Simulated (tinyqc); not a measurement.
From results back to parameters: interband optics of a two-band s-p chain from momentum matrix elements. Two cases, with inputs chosen for the exercise.

Problem. At k = 0 the chain has the gap D0 = Es - Ep_ - 2 (ts + tp), w0 = 4 a^2 V^2, and masses 2c/mc = 2 ts a^2 + 2 w0/D0, 2c/mv = 2 tp a^2 + 2 w0/D0 (c = hbar^2/2m0, mv positive for holes). The oscillator strength there is f0 = w0/(c D0). V, ts and tp are hidden.

Constants: hbar^2/2m0 = 3.80998211 eV angstrom^2.

Find: V; ts; tp.

Method. w0 = f0 c D0 gives V; 1/mc - f0 = ts a^2/c and 1/mv - f0 = tp a^2/c.

Case 1.

Values chosen: a = 2.72 angstrom (period).
D0 = 3.7900 eV
f0 = 2.17425

mc, mv (m0): 0.304775  0.304775

Solution.

V = 1.03 eV
ts = 0.57 eV
tp = 0.57 eV

Case 2.

Values chosen: a = 2.91 angstrom (period).
D0 = 3.0900 eV
f0 = 1.88771

mc, mv (m0): 0.341025  0.416856

Solution.

V = 0.81 eV
ts = 0.47 eV
tp = 0.23 eV

Computed by tinyqc, one run a case: `OMP_NUM_THREADS=1 python tinyqc.py N N+1 out.jsonl` with N = 1652240, 1652394; one thread of a shared Intel(R) Xeon(R) Processor @ 2.30GHz, about 0.01 s a run at most.
